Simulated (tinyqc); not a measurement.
Pariser-Parr-Pople SCF with singles CI, for the molecule [CH2+]c1cncc(C=O)c1 (SMILES; centres numbered as the heavy atoms are written), step by step. One step of it, computed by the program tinyqc.

Problem. Iteration 3: orbitals and new P. Diagonalise F (the basis is taken as orthonormal) and form P = 2 sum c c over the lowest orbitals; 0.3 of the old P is kept.

F (eV), lower triangle:
```
            1C          2C         3C          4N         5C         6C         7C          8O
1C  -10.043248
2C   -4.215199  -10.729646
3C   -0.566546   -3.625468  -9.628708
4N    0.186014    0.035242  -4.265813  -11.769284
5C    0.349848    0.321797  -0.229330   -4.029357  -9.089168
6C    0.181914    0.013858   0.441399   -0.019103  -3.869216  -9.812972
7C    0.016529    0.042288   0.031459    0.046681  -0.092332  -3.307103  -8.507260
8O   -0.064431   -0.001387  -0.156304    0.009220   0.352463  -0.014826  -4.989481  -11.193000
9C   -0.499135   -3.648369   0.261887    0.470664  -0.393480  -4.152248  -0.101843    0.365274

           9C
9C  -9.959540
```

pi electrons, sum of z_r less the charge = 8

P after iteration 2, lower triangle:
```
           1C         2C         3C         4N         5C        6C        7C         8O
1C   0.520019
2C   0.705463   1.016577
3C   0.299618   0.477618   0.749437
4N  -0.127763  -0.017947   0.706542   1.162168
5C  -0.271288  -0.186982   0.121292   0.619714   0.718316
6C  -0.128530  -0.007329  -0.256437   0.009727   0.571848  0.986175
7C  -0.014308  -0.029878  -0.024393  -0.032061   0.048834  0.354500  0.787005
8O   0.064994   0.001158   0.134775  -0.006735  -0.193900  0.007383  0.903079   1.239407
9C   0.263987   0.486415  -0.138511  -0.264205   0.208141  0.681266  0.053864  -0.246797

          9C
9C  0.820895
```

Give: orbital energies; P after iteration 3.

Solution.

orbital energies (eV): -18.4826  -16.3006  -15.8877  -14.1483  -8.7288  -6.2262  -5.2030  -3.7753  -1.9804

P after iteration 3, lower triangle:
```
         1C       2C       3C       4N       5C      6C      7C       8O
1C   0.5331
2C   0.7164   1.0209
3C   0.3008   0.4708   0.7337
4N  -0.1275  -0.0212   0.7081   1.1792
5C  -0.2687  -0.1838   0.1243   0.6160   0.6990
6C  -0.1338  -0.0103  -0.2525   0.0095   0.5685  0.9894
7C  -0.0141  -0.0288  -0.0244  -0.0294   0.0504  0.3460  0.7756
8O   0.0665   0.0021   0.1271  -0.0072  -0.1871  0.0075  0.9056   1.2508
9C   0.2582   0.4786  -0.1375  -0.2614   0.2158  0.6890  0.0544  -0.2435

        9C
9C  0.8185
```
